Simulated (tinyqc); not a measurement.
What moves the results: type-II superlattice in the two-band Kane model. A value that a table varies takes the place of the one given here.

Motion along the axis, period d = a + b, c = hbar^2/2m0. Conduction and light-hole bands couple: (E - Ec)(E - Ev) = Ep c k^2 in each layer, with mass m(E) = (E - Ev)/Ep, which may be negative. The conduction envelope psi and psi'/m(E) are continuous; a layer carries them by [[cos kt, (m/k) sin kt], [-(k/m) sin kt, cos kt]] (cosh and sinh for k^2 < 0), and cos(q d) = tr(M_B M_A)/2. C1 is the first miniband above EvB, with its bottom at tr/2 = +1 and its top at -1; the gap is the bottom of C1 less the top heavy-hole level HH1.

Heavy holes are uncoupled: with e = EvB - E, p = sqrt(mhB e/c), w = sqrt(mhA (EvB - EvA - e)/c), the top level HH1 at q = 0 solves (p/mhB) tan(p b/2) = (w/mhA) tanh(w a/2).

Constants: hbar^2/2m0 = 3.80998211 eV angstrom^2; hc = 1239.841984 eV nm.

Inputs chosen for the exercise (near those of an InAs/GaSb superlattice; not measured data):
- b = 57 angstrom (layer B)
- EcA = 0 eV (conduction edge of A)
- EvA = -0.417 eV (valence edge of A)
- EcB = 0.968 eV (conduction edge of B)
- EvB = 0.15 eV (valence edge of B)
- EpA = 14.1 eV (coupling energy in A)
- EpB = 18.2 eV (coupling energy in B)
- mhA = 0.33 m0 (heavy hole in A)
- mhB = 0.27 m0 (heavy hole in B)
- As = (18, 26, 36, 43, 53, 64, 75) angstrom (widths of layer A)
- a = 23 angstrom (layer A)

## Width of layer A

Bottom of C1 (tr/2 = +1, above EvB), HH1, the gap and hc/gap; widths at which C1 no longer starts above EvB are left out.

Results:

| a (angstrom) | C1 (eV) | HH1 (eV) | gap (meV) | cut-off (micrometre) |
|---|---|---|---|---|
| 18 | 0.5661 | 0.1203 | 445.8 | 2.78 |
| 26 | 0.4366 | 0.1200 | 316.5 | 3.92 |
| 36 | 0.3273 | 0.1200 | 207.3 | 5.98 |
| 43 | 0.2732 | 0.1200 | 153.3 | 8.09 |
| 53 | 0.2162 | 0.1200 | 96.3 | 12.88 |
| 64 | 0.1715 | 0.1200 | 51.6 | 24.05 |

From a = 18 to 64 angstrom C1 falls by 395 meV while HH1 moves by -0.4 meV, so layer A tunes the gap, from 446 to 52 meV. The cut-off shifts by 0.142 micrometre per angstrom at the thin end and 1.015 at the thick end: long wavelengths need tight control of the thickness.

## One band or two

Bottom of C1. One band: (k/mA) tan(k a/2) = (kappa/mB) tanh(kappa b/2) with the edge masses (Ec - Ev)/Ep and barrier EcB - EcA. Second row: mA replaced by m(E). The last column is measured against two bands.

Results:

| model | C1 (eV) | gap (meV) | error (meV) |
|---|---|---|---|
| one band, edge masses | 0.4637 | 343.6 | -16.0 |
| m(E) in A only | 0.4116 | 291.5 | -68.1 |
| two bands | 0.4798 | 359.7 | 0.0 |

mA = 0.0296 m0
mB = 0.0449 m0

With edge masses C1 errs by -16 meV, 4 % of the gap. The heavier m(E) in A changes it by -52 meV; the treatment of B changes it by +68 meV, since C1 lies 330 meV above the valence edge of B, where its mass is 0.0181 instead of 0.0449.

## What each parameter does

Bottom and width of C1, HH1 and the gap. Each row changes one parameter from the base and keeps the others.

Results:

| case | C1 (eV) | width (meV) | HH1 (eV) | gap (meV) |
|---|---|---|---|---|
| base | 0.4798 | 37.0 | 0.1201 | 359.7 |
| a = 20 angstrom | 0.5292 | 41.1 | 0.1202 | 409.0 |
| b = 54 angstrom | 0.4767 | 42.9 | 0.1173 | 359.4 |
| EvB = 0.13 eV | 0.4768 | 34.8 | 0.1003 | 376.5 |
| EcB = 1.018 eV | 0.4898 | 32.1 | 0.1201 | 369.7 |
| EvA = -0.447 eV | 0.4764 | 36.6 | 0.1198 | 356.6 |
| EpA = 15.2 eV | 0.4872 | 38.3 | 0.1201 | 367.1 |
| mhB = 0.31 m0 | 0.4798 | 37.0 | 0.1228 | 357.0 |

The largest shifts from the base row, up to three for each result and ties (the steps differ in size, so this ranks the rows, not the parameters). C1 (eV): a +0.0495, EcB +0.0101, EpA +0.0074; unchanged at the printed digits by mhB. width (meV): b +5.9, EcB -5.0, a +4.1; unchanged at the printed digits by mhB. HH1 (eV): EvB -0.0198, b -0.0028, mhB +0.0027; unchanged at the printed digits by EcB and EpA. gap (meV): a +49.4, EvB +16.9, EcB +10.1.

Computed by tinyqc, a small Python program: `OMP_NUM_THREADS=1 python tinyqc.py 1251524 1251525 out.jsonl` (the numbers bound the seed that draws the inputs); one thread of a shared host (Intel(R) Xeon(R) Processor @ 2.30GHz), about 0.05 s for the whole set of steps.
